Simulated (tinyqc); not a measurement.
Anisotropic elasticity and sound waves of a cubic crystal: one step, computed by the program tinyqc.

Voigt order 1..6 = xx, yy, zz, yz, xz, xy, with engineering shear strains. The rotated frame has x' as named, z' along the wafer normal and y' = z' x x'.

Question. Stiffness in the rotated frame. C'_ijkl = C12 delta_ij delta_kl + C44 (delta_ik delta_jl + delta_il delta_jk) - H sum_m a_im a_jm a_km a_lm.

Inputs (values chosen for the exercise, modelled on nickel): C12 = 155.6 GPa; C44 = 123.7 GPa.

Frame: (110) wafer, x' along [1-11].

H = 153.5 GPa

direction cosines a (rows x', y', z' in the cube axes):
```
            x           y           z
x'  0.5773503  -0.5773503   0.5773503
y'  0.4082483  -0.4082483  -0.8164966
z'  0.7071068   0.7071068   0.0000000
```

Give: C'.

Answer.

C' (GPa), lower triangle (symmetric):
```
       1      2      3      4     5     6
1  351.8
2  104.4  326.2
3  104.4  130.0  326.2
4    0.0    0.0    0.0   98.1
5    0.0    0.0    0.0  -36.2  72.5
6    0.0   36.2  -36.2    0.0   0.0  72.5
```

Normal stress couples to shear strain in this frame.
